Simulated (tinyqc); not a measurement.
# Ellipsometry and reflectance of a transparent film on an absorbing substrate, step by step

Numbers from tinyqc (`OMP_NUM_THREADS=1 python tinyqc.py 2870178 2870179 out.jsonl`; about 0.01 s on one thread of a shared Intel Xeon 2.30GHz). Printed values are rounded.

Air (index 1), film, substrate with N2 = n2 - i k2; time factor exp(+i w t). q_j = sqrt(N_j^2 - sin^2 th), root with positive real part. Fresnel coefficients r_s = (q_a - q_b)/(q_a + q_b), r_p = (N_b^2 q_a - N_a^2 q_b)/(N_b^2 q_a + N_a^2 q_b). tan(Psi) exp(i Delta) = R_p/R_s, Delta taken from 0 to 360 degrees.

Parameters, values chosen for the exercise; indices close to those of aluminium oxide on silicon:
- lam = 632.8 nm (wavelength)
- th = 65 degrees (angle of incidence)
- n1 = 1.667 (index of the transparent film)
- d = 1.9 nm (film thickness)
- n2 = 3.882 (index of the substrate)
- k2 = 0.019 (extinction coefficient of the substrate)

## Interface coefficients and thickness period

q0, q1, q2 and the coefficients r01 and r12 for p and s; the results repeat in d with the period lam/(2 q1).

q0 = 0.422618
q1 = 1.39911
q2 = 3.77473-0.01954i
r01,p = -0.0873109
r01,s = -0.536024
r12,p = 0.335563-0.002046i
r12,s = -0.459169+0.002043i
period = 226.145 nm

## Psi, Delta and reflectances

beta = 2 pi d q1/lam, X = exp(-2 i beta), R = (r01 + r12 X)/(1 + r01 r12 X) for p and s.

beta = 0.0263947 rad
X = 0.998607-0.052765i
R_p = 0.255102-0.020798i
R_s = -0.798423+0.012062i
Psi = 17.7723 degrees
Delta = 176.205 degrees
|R_p|^2 = 0.0655098
|R_s|^2 = 0.637624

The bare substrate gives Psi = 17.76 and Delta = 179.58 degrees.
